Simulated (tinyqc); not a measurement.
Configuration-coordinate model of carrier capture at a defect, step by step. Values are carried at full precision from step to step, so a last printed digit may differ when a step is redone from the rounded ones.

Two parabolas of equal curvature k in one coordinate Q: with the carrier free at the band edge, U_f = k Q^2/2; with the carrier trapped, U_t = k (Q - dQ)^2/2 - ET. ER = k dQ^2/2, Huang-Rhys factor S = ER/hw, hw = 0.0646541 sqrt(k/M) eV for k in eV/angstrom^2 and M in u. The curves cross at a height Eb = (ER - ET)^2/(4 ER) above the free minimum.

Constants: kB = 8.617333262e-05 eV/K.

Values chosen for the exercise (of the size met at a deep level in Si; shifted at random, so the results belong to these values and not to a real crystal):
- ET = 0.53 eV (thermal depth of the level below the band edge)
- ER = 0.13 eV (relaxation energy)
- hw = 0.038 eV (phonon energy of the mode)
- M = 70 u (mass of the mode)
- T = 200 K (temperature)
- nu = 1e+13 1/s (attempt rate)

## The two parabolas

Form S, k, dQ, the crossing point Qc = (ER - ET)/(k dQ), Eb, and the emission barrier Eb + ET.

S = 3.421
k = 24.1809 eV/angstrom^2
dQ = 0.1037 angstrom
Qc = -0.1595 angstrom

barriers (eV): capture 0.3077, emission 0.8377

ER < ET: the crossing lies on the far side of the free minimum (the inverted case), where tunnelling between vibrational states can matter much if Eb is well above hw.

## Optical transitions

Vertical ionisation from the trapped minimum costs ET + ER; vertical capture from the free minimum releases ET - ER (none if negative); the band has a standard deviation sqrt(S hw^2 coth(hw/2kT)) with S = ER/hw, and a full width 2.35482 times that.

energies (eV): ionisation peak 0.660, zero-phonon 0.530, emission peak 0.400

coth(hw/2kT) = 1.2479
standard deviation = 0.0785 eV
full width = 0.1849 eV

Radiative capture would peak at 0.400 eV. The optical peak exceeds the thermal depth by a factor 1.25.

## The multiphonon factor

Multiphonon factor for giving p = ET/hw phonons to the lattice: W = exp(-S (2 nb + 1)) ((nb + 1)/nb)^(p/2) I_p(x), nb = 1/(exp(hw/kT) - 1), x = 2 S sqrt(nb (nb + 1)), I_p the modified Bessel function. Classical limit: W = hw exp(-Eb/kT)/sqrt(4 pi ER kT). At T = 0: exp(-S) S^p/Gamma(p + 1).

Form p, nb, x and ln W, the classical ln W, and the capture time 1/(nu W).

p, nb, x: 13.9474  0.1239  2.5536

ln W: quantum -10.427, classical -19.338

capture time = 3.38e-09 s

The quantum factor is 7.42e+03 times the classical one at kT/hw = 0.45: nuclear tunnelling rules.

## Emission by detailed balance

For equal degeneracies and one band-edge state, emission time = capture time x exp(ET/kT).

ET/kT = 30.752
log10 of the emission time in s = 4.88

## Checks

- Ln W for the nearest whole p against the double Poisson sum over emitted and absorbed phonons: both -10.4970.

(tinyqc, `OMP_NUM_THREADS=1 python tinyqc.py 1481973 1481974 out.jsonl`, Intel(R) Xeon(R) Processor @ 2.30GHz, 1 thread, shared host, about 0.01 s.)
